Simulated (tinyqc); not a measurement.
Two-step dopant diffusion (predeposition and drive-in) with a constant diffusivity: one step, computed by the program tinyqc. Command: `OMP_NUM_THREADS=1 python tinyqc.py 3024324 3024325 out.jsonl dopdiff walk`. One thread of a shared host (Intel(R) Xeon(R) Processor @ 2.30GHz), about 0.04 s of CPU time with the checks.

Fick diffusion into a half space x > 0 whose background doping C_B is of the opposite type, so that a junction lies where C = C_B.

Problem. Diffusivities. D = D0 exp(-E/(k_B T)). Temperatures in kelvin are T(C) + 273.15. Times in seconds are 60 times the minutes.

Inputs (values chosen for the exercise, modelled on gallium in silicon): prefactor D0 = 0.407 cm^2/s; activation energy E = 3.39 eV; predeposition temperature T1 = 900 C; predeposition time t1 = 45 min; drive-in temperature T2 = 1100 C.

Constants: k_B = 8.617333262e-05 eV/K.

Give: D1; D2; product D1 t1.

Solution.

D1 = 1.113e-15 cm^2/s

D2 = 1.471e-13 cm^2/s

product D1 t1 = 3.004e-12 cm^2
